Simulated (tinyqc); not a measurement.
Thickness, silicon consumed, volume change, sheet resistance: thermodynamics of metal silicides: hull, first phase, silicon consumed, nucleation and stability against SiO2. Computed by tinyqc, a small Python program. Command: `OMP_NUM_THREADS=1 python tinyqc.py 3011897 3011898 out.jsonl silphase walk`. One thread of a shared host (Intel(R) Xeon(R) Processor @ 2.30GHz), about 0.01 s of CPU time with the checks.

Entropies of formation of the solids are neglected, so heats stand for free energies. Si fractions: M2Si 0.3333, MSi 0.5000, MSi2 0.6667.

Inputs (values chosen for the exercise, for a model metal): molar volume of M = 9.09 cm^3/mol; molar volume of Si = 12.06 cm^3/mol; metal thickness t = 13 nm.

Phases: M2Si, MSi, MSi2.

volumes of the three phases per mole of M (cm^3/mol): 13.2  18.1  27.6

resistivities of the three phases (microohm cm): 44  22  32

Method. Per phase M_a Si_b, for ample silicon (not limited to t_Si): silicide thickness = t V/V_M; silicon consumed = t (b/a) V_Si/V_M; net volume change = V/(V_M + (b/a) V_Si) - 1; the top surface lies (silicide thickness - silicon consumed) above the old interface; sheet resistance = resistivity/thickness.

Films:

| phase | thickness (nm) | Si consumed (nm) | volume change (%) | top above old interface (nm) | sheet resistance (ohm) |
|---|---|---|---|---|---|
| M2Si | 18.878 | 8.624 | -12.698 | 10.254 | 23.308 |
| MSi | 25.886 | 17.248 | -14.421 | 8.638 | 8.499 |
| MSi2 | 39.472 | 34.495 | -16.893 | 4.977 | 8.107 |

silicon consumed by MSi = 17.248 nm

sheet resistance of MSi = 8.4989 ohm

For a given sheet resistance the silicon consumed goes as resistivity x (b/a)/V: M2Si 1.67, MSi 1.22, MSi2 2.32. It is least for MSi, which matters on shallow junctions and thin silicon. All three reactions shrink the total volume.

Extremes, crossings and ranges named in words are read from the listed rows.
